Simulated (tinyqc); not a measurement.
Level against strength of the defect: Koster-Slater impurity in an sp3s* host.

sp3s* tight binding, nearest neighbours only: anion (a) at 0, cation (c) at a/4 (1,1,1), orbitals s, px, py, pz, s* on each; k in units of 2 pi/a. With phases e_j = exp(i (pi/2) k.n_j) for n = (1,1,1), (1,-1,-1), (-1,1,-1), (-1,-1,1): g0 = (e1+e2+e3+e4)/4, g1 = (e1+e2-e3-e4)/4, g2 = (e1-e2+e3-e4)/4, g3 = (e1-e2-e3+e4)/4. The diagonal holds the levels Esa, Epa, Exa (s*) and Esc, Epc, Exc. Anion-cation block: <sa|sc> = Vss g0; <sa|xc> = Vsapc g1; <xa|sc> = -Vscpa g1; <xa|xc> = Vxx g0; <xa|yc> = <ya|xc> = Vxy g3, <xa|zc> = <za|xc> = Vxy g2, <ya|zc> = <za|yc> = Vxy g1; <s*a|xc> = Vxapc g1; <xa|s*c> = -Vpaxc g1; y and z take g2 and g3 in place of g1; s-s* and s*-s* vanish.

A defect on a cation site (c) shifts the s level there by Vs or the three p levels by Vp and leaves the rest. A level in the gap solves 1/Vs = G_s(E) (symmetry A1) or 1/Vp = G_p(E) (T2, threefold), with G(E) = (1/N^3) sum over k and bands of w/(E - e), where w is the weight of the state on the s orbital of that site, or the mean weight on its px, py, pz. Mesh: k = f1 (-1,1,1) + f2 (1,-1,1) + f3 (1,1,-1), f = (j + 1/2)/N, j = 0 to N - 1. Energies from the top of the valence band at Gamma; the s* orbital of the site is left as it is. An infinite shift removes the s or p orbitals, the model of the ideal vacancy: G(E) = 0.

Parameters, chosen for this exercise (out of a larger set: near a published set for Si; not measured data): p = (-4.2, 1.725, -4.2, 1.725, 6.711, 6.711, -8.216, 1.722, 4.614, 5.798, 5.798, 5.377, 5.377) eV (order Esa, Epa, Esc, Epc, Exa, Exc, Vss, Vxx, Vxy, Vsapc, Vscpa, Vxapc, Vpaxc); N = 5 (mesh).

Eg (smallest gap of the host) = 1.22288 eV

A dash: no level in the gap from 0 to Eg. The last row is the ideal vacancy.

Levels (eV above the valence band):

| shift (eV) | A1 | T2 |
|---|---|---|
| -40 | - | 0.684 |
| -20 | - | 0.825 |
| -12 | 0.179 | 0.977 |
| -8 | 0.553 | 1.108 |
| -5 | 0.935 | 1.223 |
| -3 | 1.201 | - |
| +3 | - | - |
| +5 | - | - |
| +8 | - | - |
| +12 | - | 0.059 |
| +20 | - | 0.219 |
| +40 | - | 0.368 |
| vacancy | - | 0.528 |

What does the comparison show, and why?

A1: a level lies in the gap for the attractive shifts -3, -5, -8 and -12 eV, and no repulsive one does; G has no zero in the gap, so there is no vacancy level there and a strong enough shift drives the level out through the far edge. T2: a level lies in the gap for the attractive shifts -5, -8, -12, -20 and -40 eV and for the repulsive +12, +20 and +40 eV; both branches tend to the vacancy level, 0.528 eV, which pins them. A level passes the edges where the shift equals 1/G, a value that is sensitive to the mesh there: on this one 1/G(0) = -14.6 and 1/G(Eg) = -2.8 eV for s, 10.0 and -5.0 eV for p.

(tinyqc, `OMP_NUM_THREADS=1 python tinyqc.py 1450846 1450847 out.jsonl`, Intel(R) Xeon(R) Processor @ 2.30GHz, 1 thread, shared host, about 0.01 s.)
